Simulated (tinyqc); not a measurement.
Inputs raised by 10 %, one at a time: electroplating on a thin resistive seed layer: kinetics, Wagner number and the terminal effect across a wafer. Computed by tinyqc, a small Python program. Command: `OMP_NUM_THREADS=1 python tinyqc.py 3120934 3120935 out.jsonl terminal sens`. One thread of a shared host (Intel(R) Xeon(R) Processor @ 2.30GHz), about 0.06 s of CPU time with the checks.

Current enters the seed at the rim. The bath is treated as a local resistance per area (no lateral flow in the liquid), two electrons per ion, molar volume 7.11 cm^3/mol, Faraday constant F = e N_A, kinematic viscosity 0.01 cm^2/s, omega = 2 pi x rpm/60; k_B T/e is in volts.

Inputs (values chosen for the exercise, of the order of those for copper plating on a thin cobalt or ruthenium seed):
```
quantity                             value         unit
wafer radius R                         7.5           cm
seed thickness t                        12           nm
seed resistivity                        11  microohm cm
bath conductivity kappa                0.1         S/cm
gap to the anode h                     9.5           cm
extra resistance of a porous plate      22     ohm cm^2
exchange current density i_0          0.31      mA/cm^2
cathodic transfer coefficient alpha   0.32            -
mean current density                   3.7      mA/cm^2
diffusivity of the metal ion         7e-06       cm^2/s
metal ion concentration               0.25        mol/L
rotation rate                          200          rpm
temperature T                          298            K
```

Constants: e = 1.602176634e-19 C; N_A = 6.02214076e+23 1/mol; k_B = 8.617333262e-05 eV/K.

Method:
- Growth rate = i V_m/(2 F). Levich limit i_L = 0.62 x 2 F D^(2/3) omega^(1/2) nu^(-1/6) c. Tafel overpotential eta = (k_B T/(alpha e)) ln(i/i_0); kinetic resistance k_B T/(alpha e i); bath resistance h/kappa + plate; R_s = resistivity/t; Wagner number = kinetic resistance x kappa/R.
- Linearised: with R_t = kinetic + bath resistance the current density obeys (1/r)(r i')' = i R_s/R_t, so i = A I_0(r/l), l = sqrt(R_t/R_s); with x = R/l, edge/centre = I_0(x) and edge/mean = x I_0(x)/(2 I_1(x)).
- Voltage drop in the seed for a uniform current: i R_s R^2/4.
- Full model: seed potential phi(r) with (1/r)(r phi')' = R_s i, where i solves phi = R_b i + (k_B T/(alpha e)) ln(i/i_0) (phi being the driving voltage left at r); phi'(0) = 0 and phi'(R) = R_s i_mean R/2. Solved by collocation to a tolerance of 1e-7.

Runs:
```
input moved                             from     to  edge over centre, full model  edge over centre, linear  length l (cm)  Wagner number
base run                                   -      -                         2.156                     2.169          3.890         0.2892
wafer radius R (cm)                      7.5   8.25                         2.459                     2.483          3.890         0.2629
seed resistivity (microohm cm)            11   12.1                         2.297                     2.315          3.709         0.2892
bath conductivity kappa (S/cm)           0.1   0.11                         2.248                     2.266          3.767         0.3181
gap to the anode h (cm)                  9.5  10.45                         2.068                     2.078          4.021         0.2892
cathodic transfer coefficient alpha     0.32  0.352                         2.177                     2.190          3.862         0.2629
mean current density (mA/cm^2)           3.7   4.07                         2.177                     2.190          3.862         0.2629
exchange current density i_0 (mA/cm^2)  0.31  0.341                         2.156                     2.169          3.890         0.2892
```

Exponents ln(y'/y) / ln(x'/x):
```
input                                edge over centre, full model  edge over centre, linear  length l  Wagner number
wafer radius R                                              1.381                     1.419     0.000             -1
seed resistivity                                            0.668                     0.685    -0.500              0
bath conductivity kappa                                     0.441                     0.457    -0.337              1
gap to the anode h                                         -0.435                    -0.448     0.348              0
cathodic transfer coefficient alpha                         0.102                     0.100    -0.075             -1
mean current density                                        0.102                     0.100    -0.075             -1
exchange current density i_0                                0.000                     0.000     0.000              0
```

Which inputs matter most for each result?

Among the inputs moved here: edge over centre, full model answers most in size to wafer radius R (exponent +1.381), next to seed resistivity (+0.668); its exponent is below 0.0005 for exchange current density i_0. Its exponent 0.000 in exchange current density i_0: in the Tafel range i_0 only shifts the voltage. Edge over centre, linear answers most in size to wafer radius R (exponent +1.419), next to seed resistivity (+0.685); its exponent is below 0.0005 for exchange current density i_0. Length l answers most in size to seed resistivity (exponent -0.500), next to gap to the anode h (+0.348); its exponent is below 0.0005 for wafer radius R, exchange current density i_0. Wagner number answers most in size to wafer radius R (exponent -1.000), and about equally to bath conductivity kappa (+1.000), mean current density (-1.000), cathodic transfer coefficient alpha (-1.000); its exponent is below 0.0005 for seed resistivity, gap to the anode h, exchange current density i_0.
